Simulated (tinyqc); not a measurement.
Inputs raised by 10 %, one at a time: single-domain magnet: Stoner-Wohlfarth switching, Neel-Arrhenius retention, LLG dynamics and spin torque. Computed by tinyqc, a small Python program. Command: `OMP_NUM_THREADS=1 python tinyqc.py 3014795 3014796 out.jsonl macro sens`. One thread of a shared host (Intel(R) Xeon(R) Processor @ 2.30GHz), about 0.02 s of CPU time with the checks.

The moment is uniform, with unit vector m; z is the easy axis. mu_0 = 1.25663706212e-6 T m/A, gamma = 1.76085963023e11 rad/(s T).

Inputs (values chosen for the exercise, for a model magnet):
```
quantity                            value     unit
saturation magnetisation M_s         1210     kA/m
diameter d                             29       nm
thickness t                           1.4       nm
interface anisotropy K_i             1.44   mJ/m^2
bulk anisotropy K_u                    26   kJ/m^3
exchange stiffness A                   20     pJ/m
temperature T                         358        K
attempt frequency f0                   10      GHz
field angle psi from the easy axis     50  degrees
reversing field h = H/H_K            0.43        -
waiting time t_w                        1        s
damping alpha                       0.018        -
spin-torque efficiency eta           0.61        -
drive I/I_c0                          4.1        -
```

Shape: thin disc, easy axis normal to it.

Constants: k_B = 1.380649e-23 J/K; e = 1.602176634e-19 C; hbar = 1.054571817e-34 J s.

Method:
- The disc is treated as an oblate spheroid with p = t/d: N_z = [1 - p arccos(p)/sqrt(1 - p^2)]/(1 - p^2); V = pi d^2 t/4; K_eff = K_u + K_i/t + K_shape, K_shape = -(mu_0 M_s^2/4)(3 N_z - 1); mu_0 H_K = 2 K_eff/M_s.
- Delta = K_eff V/(k_B T); tau = exp(Delta)/f0; probability of a flip within t_w: P = 1 - exp(-t_w/tau). Wall width parameter sqrt(A/K_eff); a two-domain state costs 4 sqrt(A K_eff) times the cross-section that the wall cuts (d t).
- Energy over K_eff V: e(theta) = sin^2(theta) + 2 h cos(theta - psi) for m at the angle theta from +z and a field that points at psi from -z (it pulls m away from +z towards negative theta); h_sw = (cos^(2/3) psi + sin^(2/3) psi)^(-3/2).
- The metastable minimum and the saddle are the two roots of e'(theta) = sin(2 theta) - 2 h sin(theta - psi) on either side of theta_c = -arctan(tan^(1/3) psi).
- For axial symmetry and a polariser along z: I_c0 = (4 e alpha/(hbar eta)) K_eff V; relaxation time tau_D = (1 + alpha^2)/(alpha gamma mu_0 H_K); thermal start angle theta_0 = 1/sqrt(2 Delta); switching time about tau_D ln(pi/(2 theta_0))/(I/I_c0 - 1); precession frequency gamma mu_0 H_K/(2 pi (1 + alpha^2)).
- The polar equation dm_z/dt = -(1 - m_z^2)(i - m_z)/tau_D, i = I/I_c0, integrates to t = tau_D [F(cos theta_0) - F(0)], F(z) = -ln(1 - z)/(2 (i - 1)) + ln(1 + z)/(2 (i + 1)) + ln(i - z)/(i^2 - 1), theta_0 = 1/sqrt(2 Delta).

Runs; columns: (1) input moved; (2) from; (3) to; (4) anisotropy field mu_0 H_K (T); (5) critical current I_c0 (microampere); (6) time to m_z = 0 (ns); (7) barrier / (k_B T):
```
(1)                            (2)    (3)      (4)     (5)     (6)     (7)
base run                         -      -  0.38546  38.671  0.7229  2.5703
diameter d (nm)                 29   31.9  0.37144  45.090  0.7712  2.9970
thickness t (nm)               1.4   1.54  0.24615  27.165  1.0589  1.8055
bulk anisotropy K_u (kJ/m^3)    26   28.6  0.38976  39.102  0.7163  2.5990
temperature T (K)              358  393.8  0.38546  38.671  0.7103  2.3367
spin-torque efficiency eta    0.61  0.671  0.38546  35.156  0.7229  2.5703
drive I/I_c0                   4.1   4.51  0.38546  38.671  0.6429  2.5703
reversing field h = H/H_K     0.43  0.473  0.38546  38.671  0.7229  0.6729
```

Exponents ln(y'/y) / ln(x'/x):
```
input                       anisotropy field mu_0 H_K  critical current I_c0  time to m_z = 0  barrier / (k_B T)
diameter d                                     -0.389                  1.611            0.679              1.611
thickness t                                    -4.706                 -3.706            4.006             -3.706
bulk anisotropy K_u                             0.116                  0.116           -0.095              0.116
temperature T                                   0.000                  0.000           -0.184             -1.000
spin-torque efficiency eta                      0.000                 -1.000            0.000              0.000
drive I/I_c0                                    0.000                  0.000           -1.229              0.000
reversing field h = H/H_K                       0.000                  0.000            0.000            -14.061
```

Among the inputs moved here: anisotropy field mu_0 H_K answers most in size to thickness t (exponent -4.706), next to diameter d (-0.389); its exponent is below 0.0005 for temperature T, spin-torque efficiency eta, drive I/I_c0, reversing field h = H/H_K. critical current I_c0 answers most in size to thickness t (exponent -3.706), next to diameter d (+1.611); its exponent is below 0.0005 for temperature T, drive I/I_c0, reversing field h = H/H_K. Its exponent -1.000 in spin-torque efficiency eta: I_c0 goes as 1/eta. time to m_z = 0 answers most in size to thickness t (exponent +4.006), next to drive I/I_c0 (-1.229); its exponent is below 0.0005 for spin-torque efficiency eta, reversing field h = H/H_K. barrier / (k_B T) answers most in size to reversing field h = H/H_K (exponent -14.061), next to thickness t (-3.706); its exponent is below 0.0005 for spin-torque efficiency eta, drive I/I_c0.

Caution (all rows): a flat cylinder has a smaller N_z than the spheroid of the same t/d, so K_eff of a real disc is larger.
